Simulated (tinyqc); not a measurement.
Inside a calculation. Model: potential-pH (Pourbaix) lines of a metal, its cation, its oxide and an oxyanion, with a complexing ligand. Computed by tinyqc, a small Python program that keeps every step. Command: `OMP_NUM_THREADS=1 python tinyqc.py 3016288 3016289 out.jsonl pourb walk`. One thread of a shared host (Intel(R) Xeon(R) Processor @ 2.30GHz), about 0.01 s of CPU time with the checks. Intermediate numbers are printed to about 7 digits and carried at full precision; extremes and crossings named in words are read from the listed rows.

Potentials are against the standard hydrogen electrode; solids and water have unit activity; dG_f of M, H+ and the electron is zero; F = e N_A and s = R T ln(10)/F. The cation carries z = 2.

Inputs (values chosen for the exercise, modelled on nickel):

| quantity | value | unit |
|---|---|---|
| dG_f of the cation | -46.25 | kJ/mol |
| dG_f of the oxide | -210.09 | kJ/mol |
| dG_f of the oxyanion | -292.2 | kJ/mol |
| dG_f of water | -237.14 | kJ/mol |
| temperature T | 298.15 | K |
| log10 of the dissolved activity a | -2 | - |
| pH | 7.6 | - |
| potential E | -0.54 | V |
| log10 of the stability constant beta of ML | 6.1 | - |
| pKa of HL | 6.2 | - |
| total ligand c_L | 0.0019 | mol/L |
| limiting current density i_L | 0.00011 | A/cm^2 |
| molar volume V_m | 6.59 | cm^3/mol |

Species: M, M2+, MO, MO2(2-).

exchange current densities, metal and cathodic (A/cm^2): 2.6e-05  1.6e-12

Tafel slopes, anodic and cathodic (mV/decade): 80  145

Constants: R = 8.314462618 J/(mol K); e = 1.602176634e-19 C; N_A = 6.02214076e+23 1/mol.

## Standard potentials

M2+ + 2e = M; MO + 2H+ + 2e = M + H2O; MO2(2-) + 4H+ + 2e = M + 2H2O. For each, E0 = -dG/(z F), and E = E0 + (s/z) log10 a - (s n_H/z) pH, with no activity term for the oxide.

s = 0.05915935 V

E0 (V): cation -0.2396737, oxide 0.1401767, oxyanion 0.9435631

The metal is less noble than hydrogen.

## Vertical lines

Two oxidised species coexist where their lines against the metal cross: pH1 (cation/oxide) = [E0(oxide) - E0(cation)]/s - (log10 a)/z; pH2 (oxide/oxyanion) = {[E0(oxyanion) - E0(oxide)]/s + (log10 a)/z}/(4/z - 1).

pH1 = 7.420802

pH2 = 12.58004

width of the oxide field, pH2 - pH1 = 5.159238

The oxide is stable from pH 7.42 to 12.58; each decade less of dissolved metal narrows this field by 1.00 pH units.

## The stable species at (pH, E)

The metal is stable below the lowest of the three lines; above it, the species of the lowest line is stable. Water lines at 1 bar: hydrogen E = -s pH, oxygen E = -dG_f(water)/(2F) - s pH.

lines at this pH (V): cation -0.2988331, oxide -0.3094343, oxyanion -0.0148184

upper limit of immunity = -0.3094343 V

hydrogen line = -0.4496111 V

oxygen line = 0.7792804 V

E above the limit of immunity = -0.2305657 V

The metal is immune at this point. The point lies outside the stability range of water. Immunity reaches above the hydrogen line, so without the ligand only oxygen or another oxidant can attack. Caution: other oxidation states, hydroxides and hydrides are left out, and the lines say nothing of rates.

## A complexing ligand

The free ligand is c_L/(1 + 10^(pKa - pH)) (ligand in excess); dissolved metal is a in all, so the free cation is a/alpha, alpha = 1 + beta [L]; the cation line drops by (s/z) log10 alpha.

free ligand = 0.001827256 mol/L

log10 alpha = 3.361988

cation line with ligand = -0.3982796 V

that line less the oxide line = -0.08884529 V

With the ligand the dissolved state lies below the oxide: the oxide dissolves at this pH, where it would be stable without. Caution: the ligand is not in tenfold excess over the metal, as assumed.

## Mixed potential with oxygen reduction

Anodic i = i0a 10^((E - E_a)/b_a) with E_a the cation line with ligand; cathodic i = i0c 10^((E_c - E)/b_c) with E_c the oxygen line; supply caps the cathodic current, 1/i_c = 1/i(Tafel) + 1/i_L. E_corr makes the two currents equal. Without the cap it would be [b_c E_a + b_a E_c + b_a b_c log10(i0c/i0a)]/(b_a + b_c). Rate = i V_m/(z F). Films are left out.

E_corr without the cap = -0.3513512 V

corrosion potential E_corr = -0.3691013 V

corrosion current density = 6.021467e-05 A/cm^2

i/i_L = 0.5474061

etch rate = 1.233808 nm/min

Activation and supply both matter. Caution: so near the reversible potential the back reaction matters and the Tafel form fails.

## The diagram with and without ligand

The formulas are those given above.

Lines against the metal (V); the species with the lowest line is stable above it:

| pH | cation | oxide | oxyanion | stable above | cation with ligand | stable above, ligand |
|---|---|---|---|---|---|---|
| 0 | -0.2988331 | 0.1401767 | 0.8844038 | cation | -0.2988525 | dissolved |
| 2 | -0.2988331 | 0.0218580 | 0.6477664 | cation | -0.3006387 | dissolved |
| 4 | -0.2988331 | -0.0964607 | 0.4111290 | cation | -0.3344486 | dissolved |
| 5 | -0.2988331 | -0.1556200 | 0.2928103 | cation | -0.3625841 | dissolved |
| 6 | -0.2988331 | -0.2147794 | 0.1744916 | cation | -0.3865895 | dissolved |
| 7 | -0.2988331 | -0.2739387 | 0.0561729 | cation | -0.3968918 | dissolved |
| 8 | -0.2988331 | -0.3330981 | -0.0621458 | oxide | -0.3985790 | dissolved |
| 9 | -0.2988331 | -0.3922574 | -0.1804645 | oxide | -0.3987606 | dissolved |
| 10 | -0.2988331 | -0.4514167 | -0.2987832 | oxide | -0.3987789 | oxide |
| 12 | -0.2988331 | -0.5697354 | -0.5354206 | oxide | -0.3987809 | oxide |
| 14 | -0.2988331 | -0.6880541 | -0.7720580 | oxyanion | -0.3987809 | oxyanion |

Without ligand the oxide holds 4 of the eleven rows (pH 8 to 12), with it 2 (pH 10, 12). The ligand acts once beta [L] exceeds 1, from pH = pKa - log10(beta c_L) = 2.8 on; its line then falls by at most s/z per pH unit and flattens beyond pKa, 0.100 V below the free cation at most. The oxide line falls faster, by s per pH unit, so the oxide takes over again at higher pH.

Checks made by the program: the lines cross at pH1 and pH2 (relative difference below 1e-10).
